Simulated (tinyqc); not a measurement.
Inside a calculation. Method: Born-Oppenheimer dynamics on the RHF/sto-3g surface (energies and gradients from PySCF), for BeH2, spin multiplicity 1. Computed by tinyqc, a small Python program that keeps every step (integrals from PySCF). Settings: charge = 0, multiplicity = 1, basis = sto-3g, time step (fs) = 1.0, steps = 16. Command: `OMP_NUM_THREADS=1 python tinyqc.py 21113 21114 out.jsonl` (the two numbers bound the seeds that draw the settings). One thread of a shared host (Intel(R) Xeon(R) Processor @ 2.60GHz), about 1 s of CPU time with the checks.

## Velocity Verlet step 1

positions (bohr):
```
,x,y,z
1Be,0.032125,-0.026456,0.054802
2H,-0.137950,2.611602,-0.026456
3H,-0.022677,-2.411291,0.054802
```

velocities (bohr per atomic time unit):
```
,x,y,z
1Be,0.000217049,-0.000178209,0.000078595
2H,-0.001579951,0.000702791,-0.000785405
3H,-0.000360951,0.000890791,0.000082595
```

gradient (hartree/bohr):
```
,x,y,z
1Be,0.00664749,-0.05417304,0.00277993
2H,-0.00467334,0.04035304,-0.00197271
3H,-0.00197415,0.01382000,-0.00080721
```

masses (electron masses): 1Be 16428.202802, 2H 1837.152588, 3H 1837.152588

gradient after step 1 (hartree/bohr):
```
,x,y,z
1Be,0.00941693,-0.06679620,0.00408221
2H,-0.00688715,0.04351069,-0.00292245
3H,-0.00252978,0.02328551,-0.00115976
```

dt = 1 fs = 41.3414 atomic units; x' = x + v dt - g dt^2 / (2m); after the new gradient g', v' = v - (g + g') dt / (2m).

positions after step 1 (bohr):
```
,x,y,z
1Be,0.040753,-0.031006,0.057907
2H,-0.201094,2.621886,-0.058008
3H,-0.036681,-2.380892,0.058592
```

velocities after step 1 (bohr per atomic time unit):
```
,x,y,z
1Be,0.000196836,-0.000026000,0.000069960
2H,-0.001449878,-0.000240800,-0.000730327
3H,-0.000310275,0.000473299,0.000104726
```

## Velocity Verlet step 2

gradient after step 2 (hartree/bohr):
```
,x,y,z
1Be,0.01156438,-0.06428632,0.00502695
2H,-0.00837464,0.03937985,-0.00352853
3H,-0.00318974,0.02490647,-0.00149842
```

As before.

positions after step 2 (bohr):
```
,x,y,z
1Be,0.048400,-0.028606,0.060587
2H,-0.257830,2.591691,-0.086842
3H,-0.048331,-2.372157,0.063461
```

velocities after step 2 (bohr per atomic time unit):
```
,x,y,z
1Be,0.000170437,0.000138934,0.000058499
2H,-0.001278160,-0.001173441,-0.000657744
3H,-0.000245922,-0.000068932,0.000134634
```

## Energy conservation

The total energy should stay constant up to terms of order dt^2; the step counts as short enough if it moves by less than 2 % of the largest kinetic energy.

Trajectory:
```
time (fs),1Be-2H (angstrom),potential (hartree),kinetic (hartree),total (hartree)
0.000000,1.399559,-15.55626244,0.00486674,-15.55139570
1.000000,1.411005,-15.55444467,0.00314248,-15.55130219
2.000000,1.398217,-15.55499645,0.00366476,-15.55133169
3.000000,1.363113,-15.55743336,0.00594851,-15.55148485
4.000000,1.312271,-15.55943405,0.00779019,-15.55164387
5.000000,1.256896,-15.55868958,0.00704453,-15.55164505
6.000000,1.211585,-15.55536922,0.00393910,-15.55143012
7.000000,1.190459,-15.55272872,0.00149943,-15.55122930
8.000000,1.200793,-15.55363748,0.00231149,-15.55132599
9.000000,1.238725,-15.55674522,0.00518054,-15.55156468
10.000000,1.291632,-15.55851676,0.00687104,-15.55164572
11.000000,1.344510,-15.55752201,0.00598247,-15.55153955
12.000000,1.384829,-15.55519553,0.00381893,-15.55137660
13.000000,1.404425,-15.55395700,0.00266690,-15.55129010
14.000000,1.399793,-15.55512049,0.00378090,-15.55133959
15.000000,1.371968,-15.55795285,0.00647264,-15.55148021
16.000000,1.326459,-15.56033282,0.00871980,-15.55161302
```

The total energy moves within 4.2e-04 hartree; that is over 2 % of the largest kinetic energy, so the time step is too long.
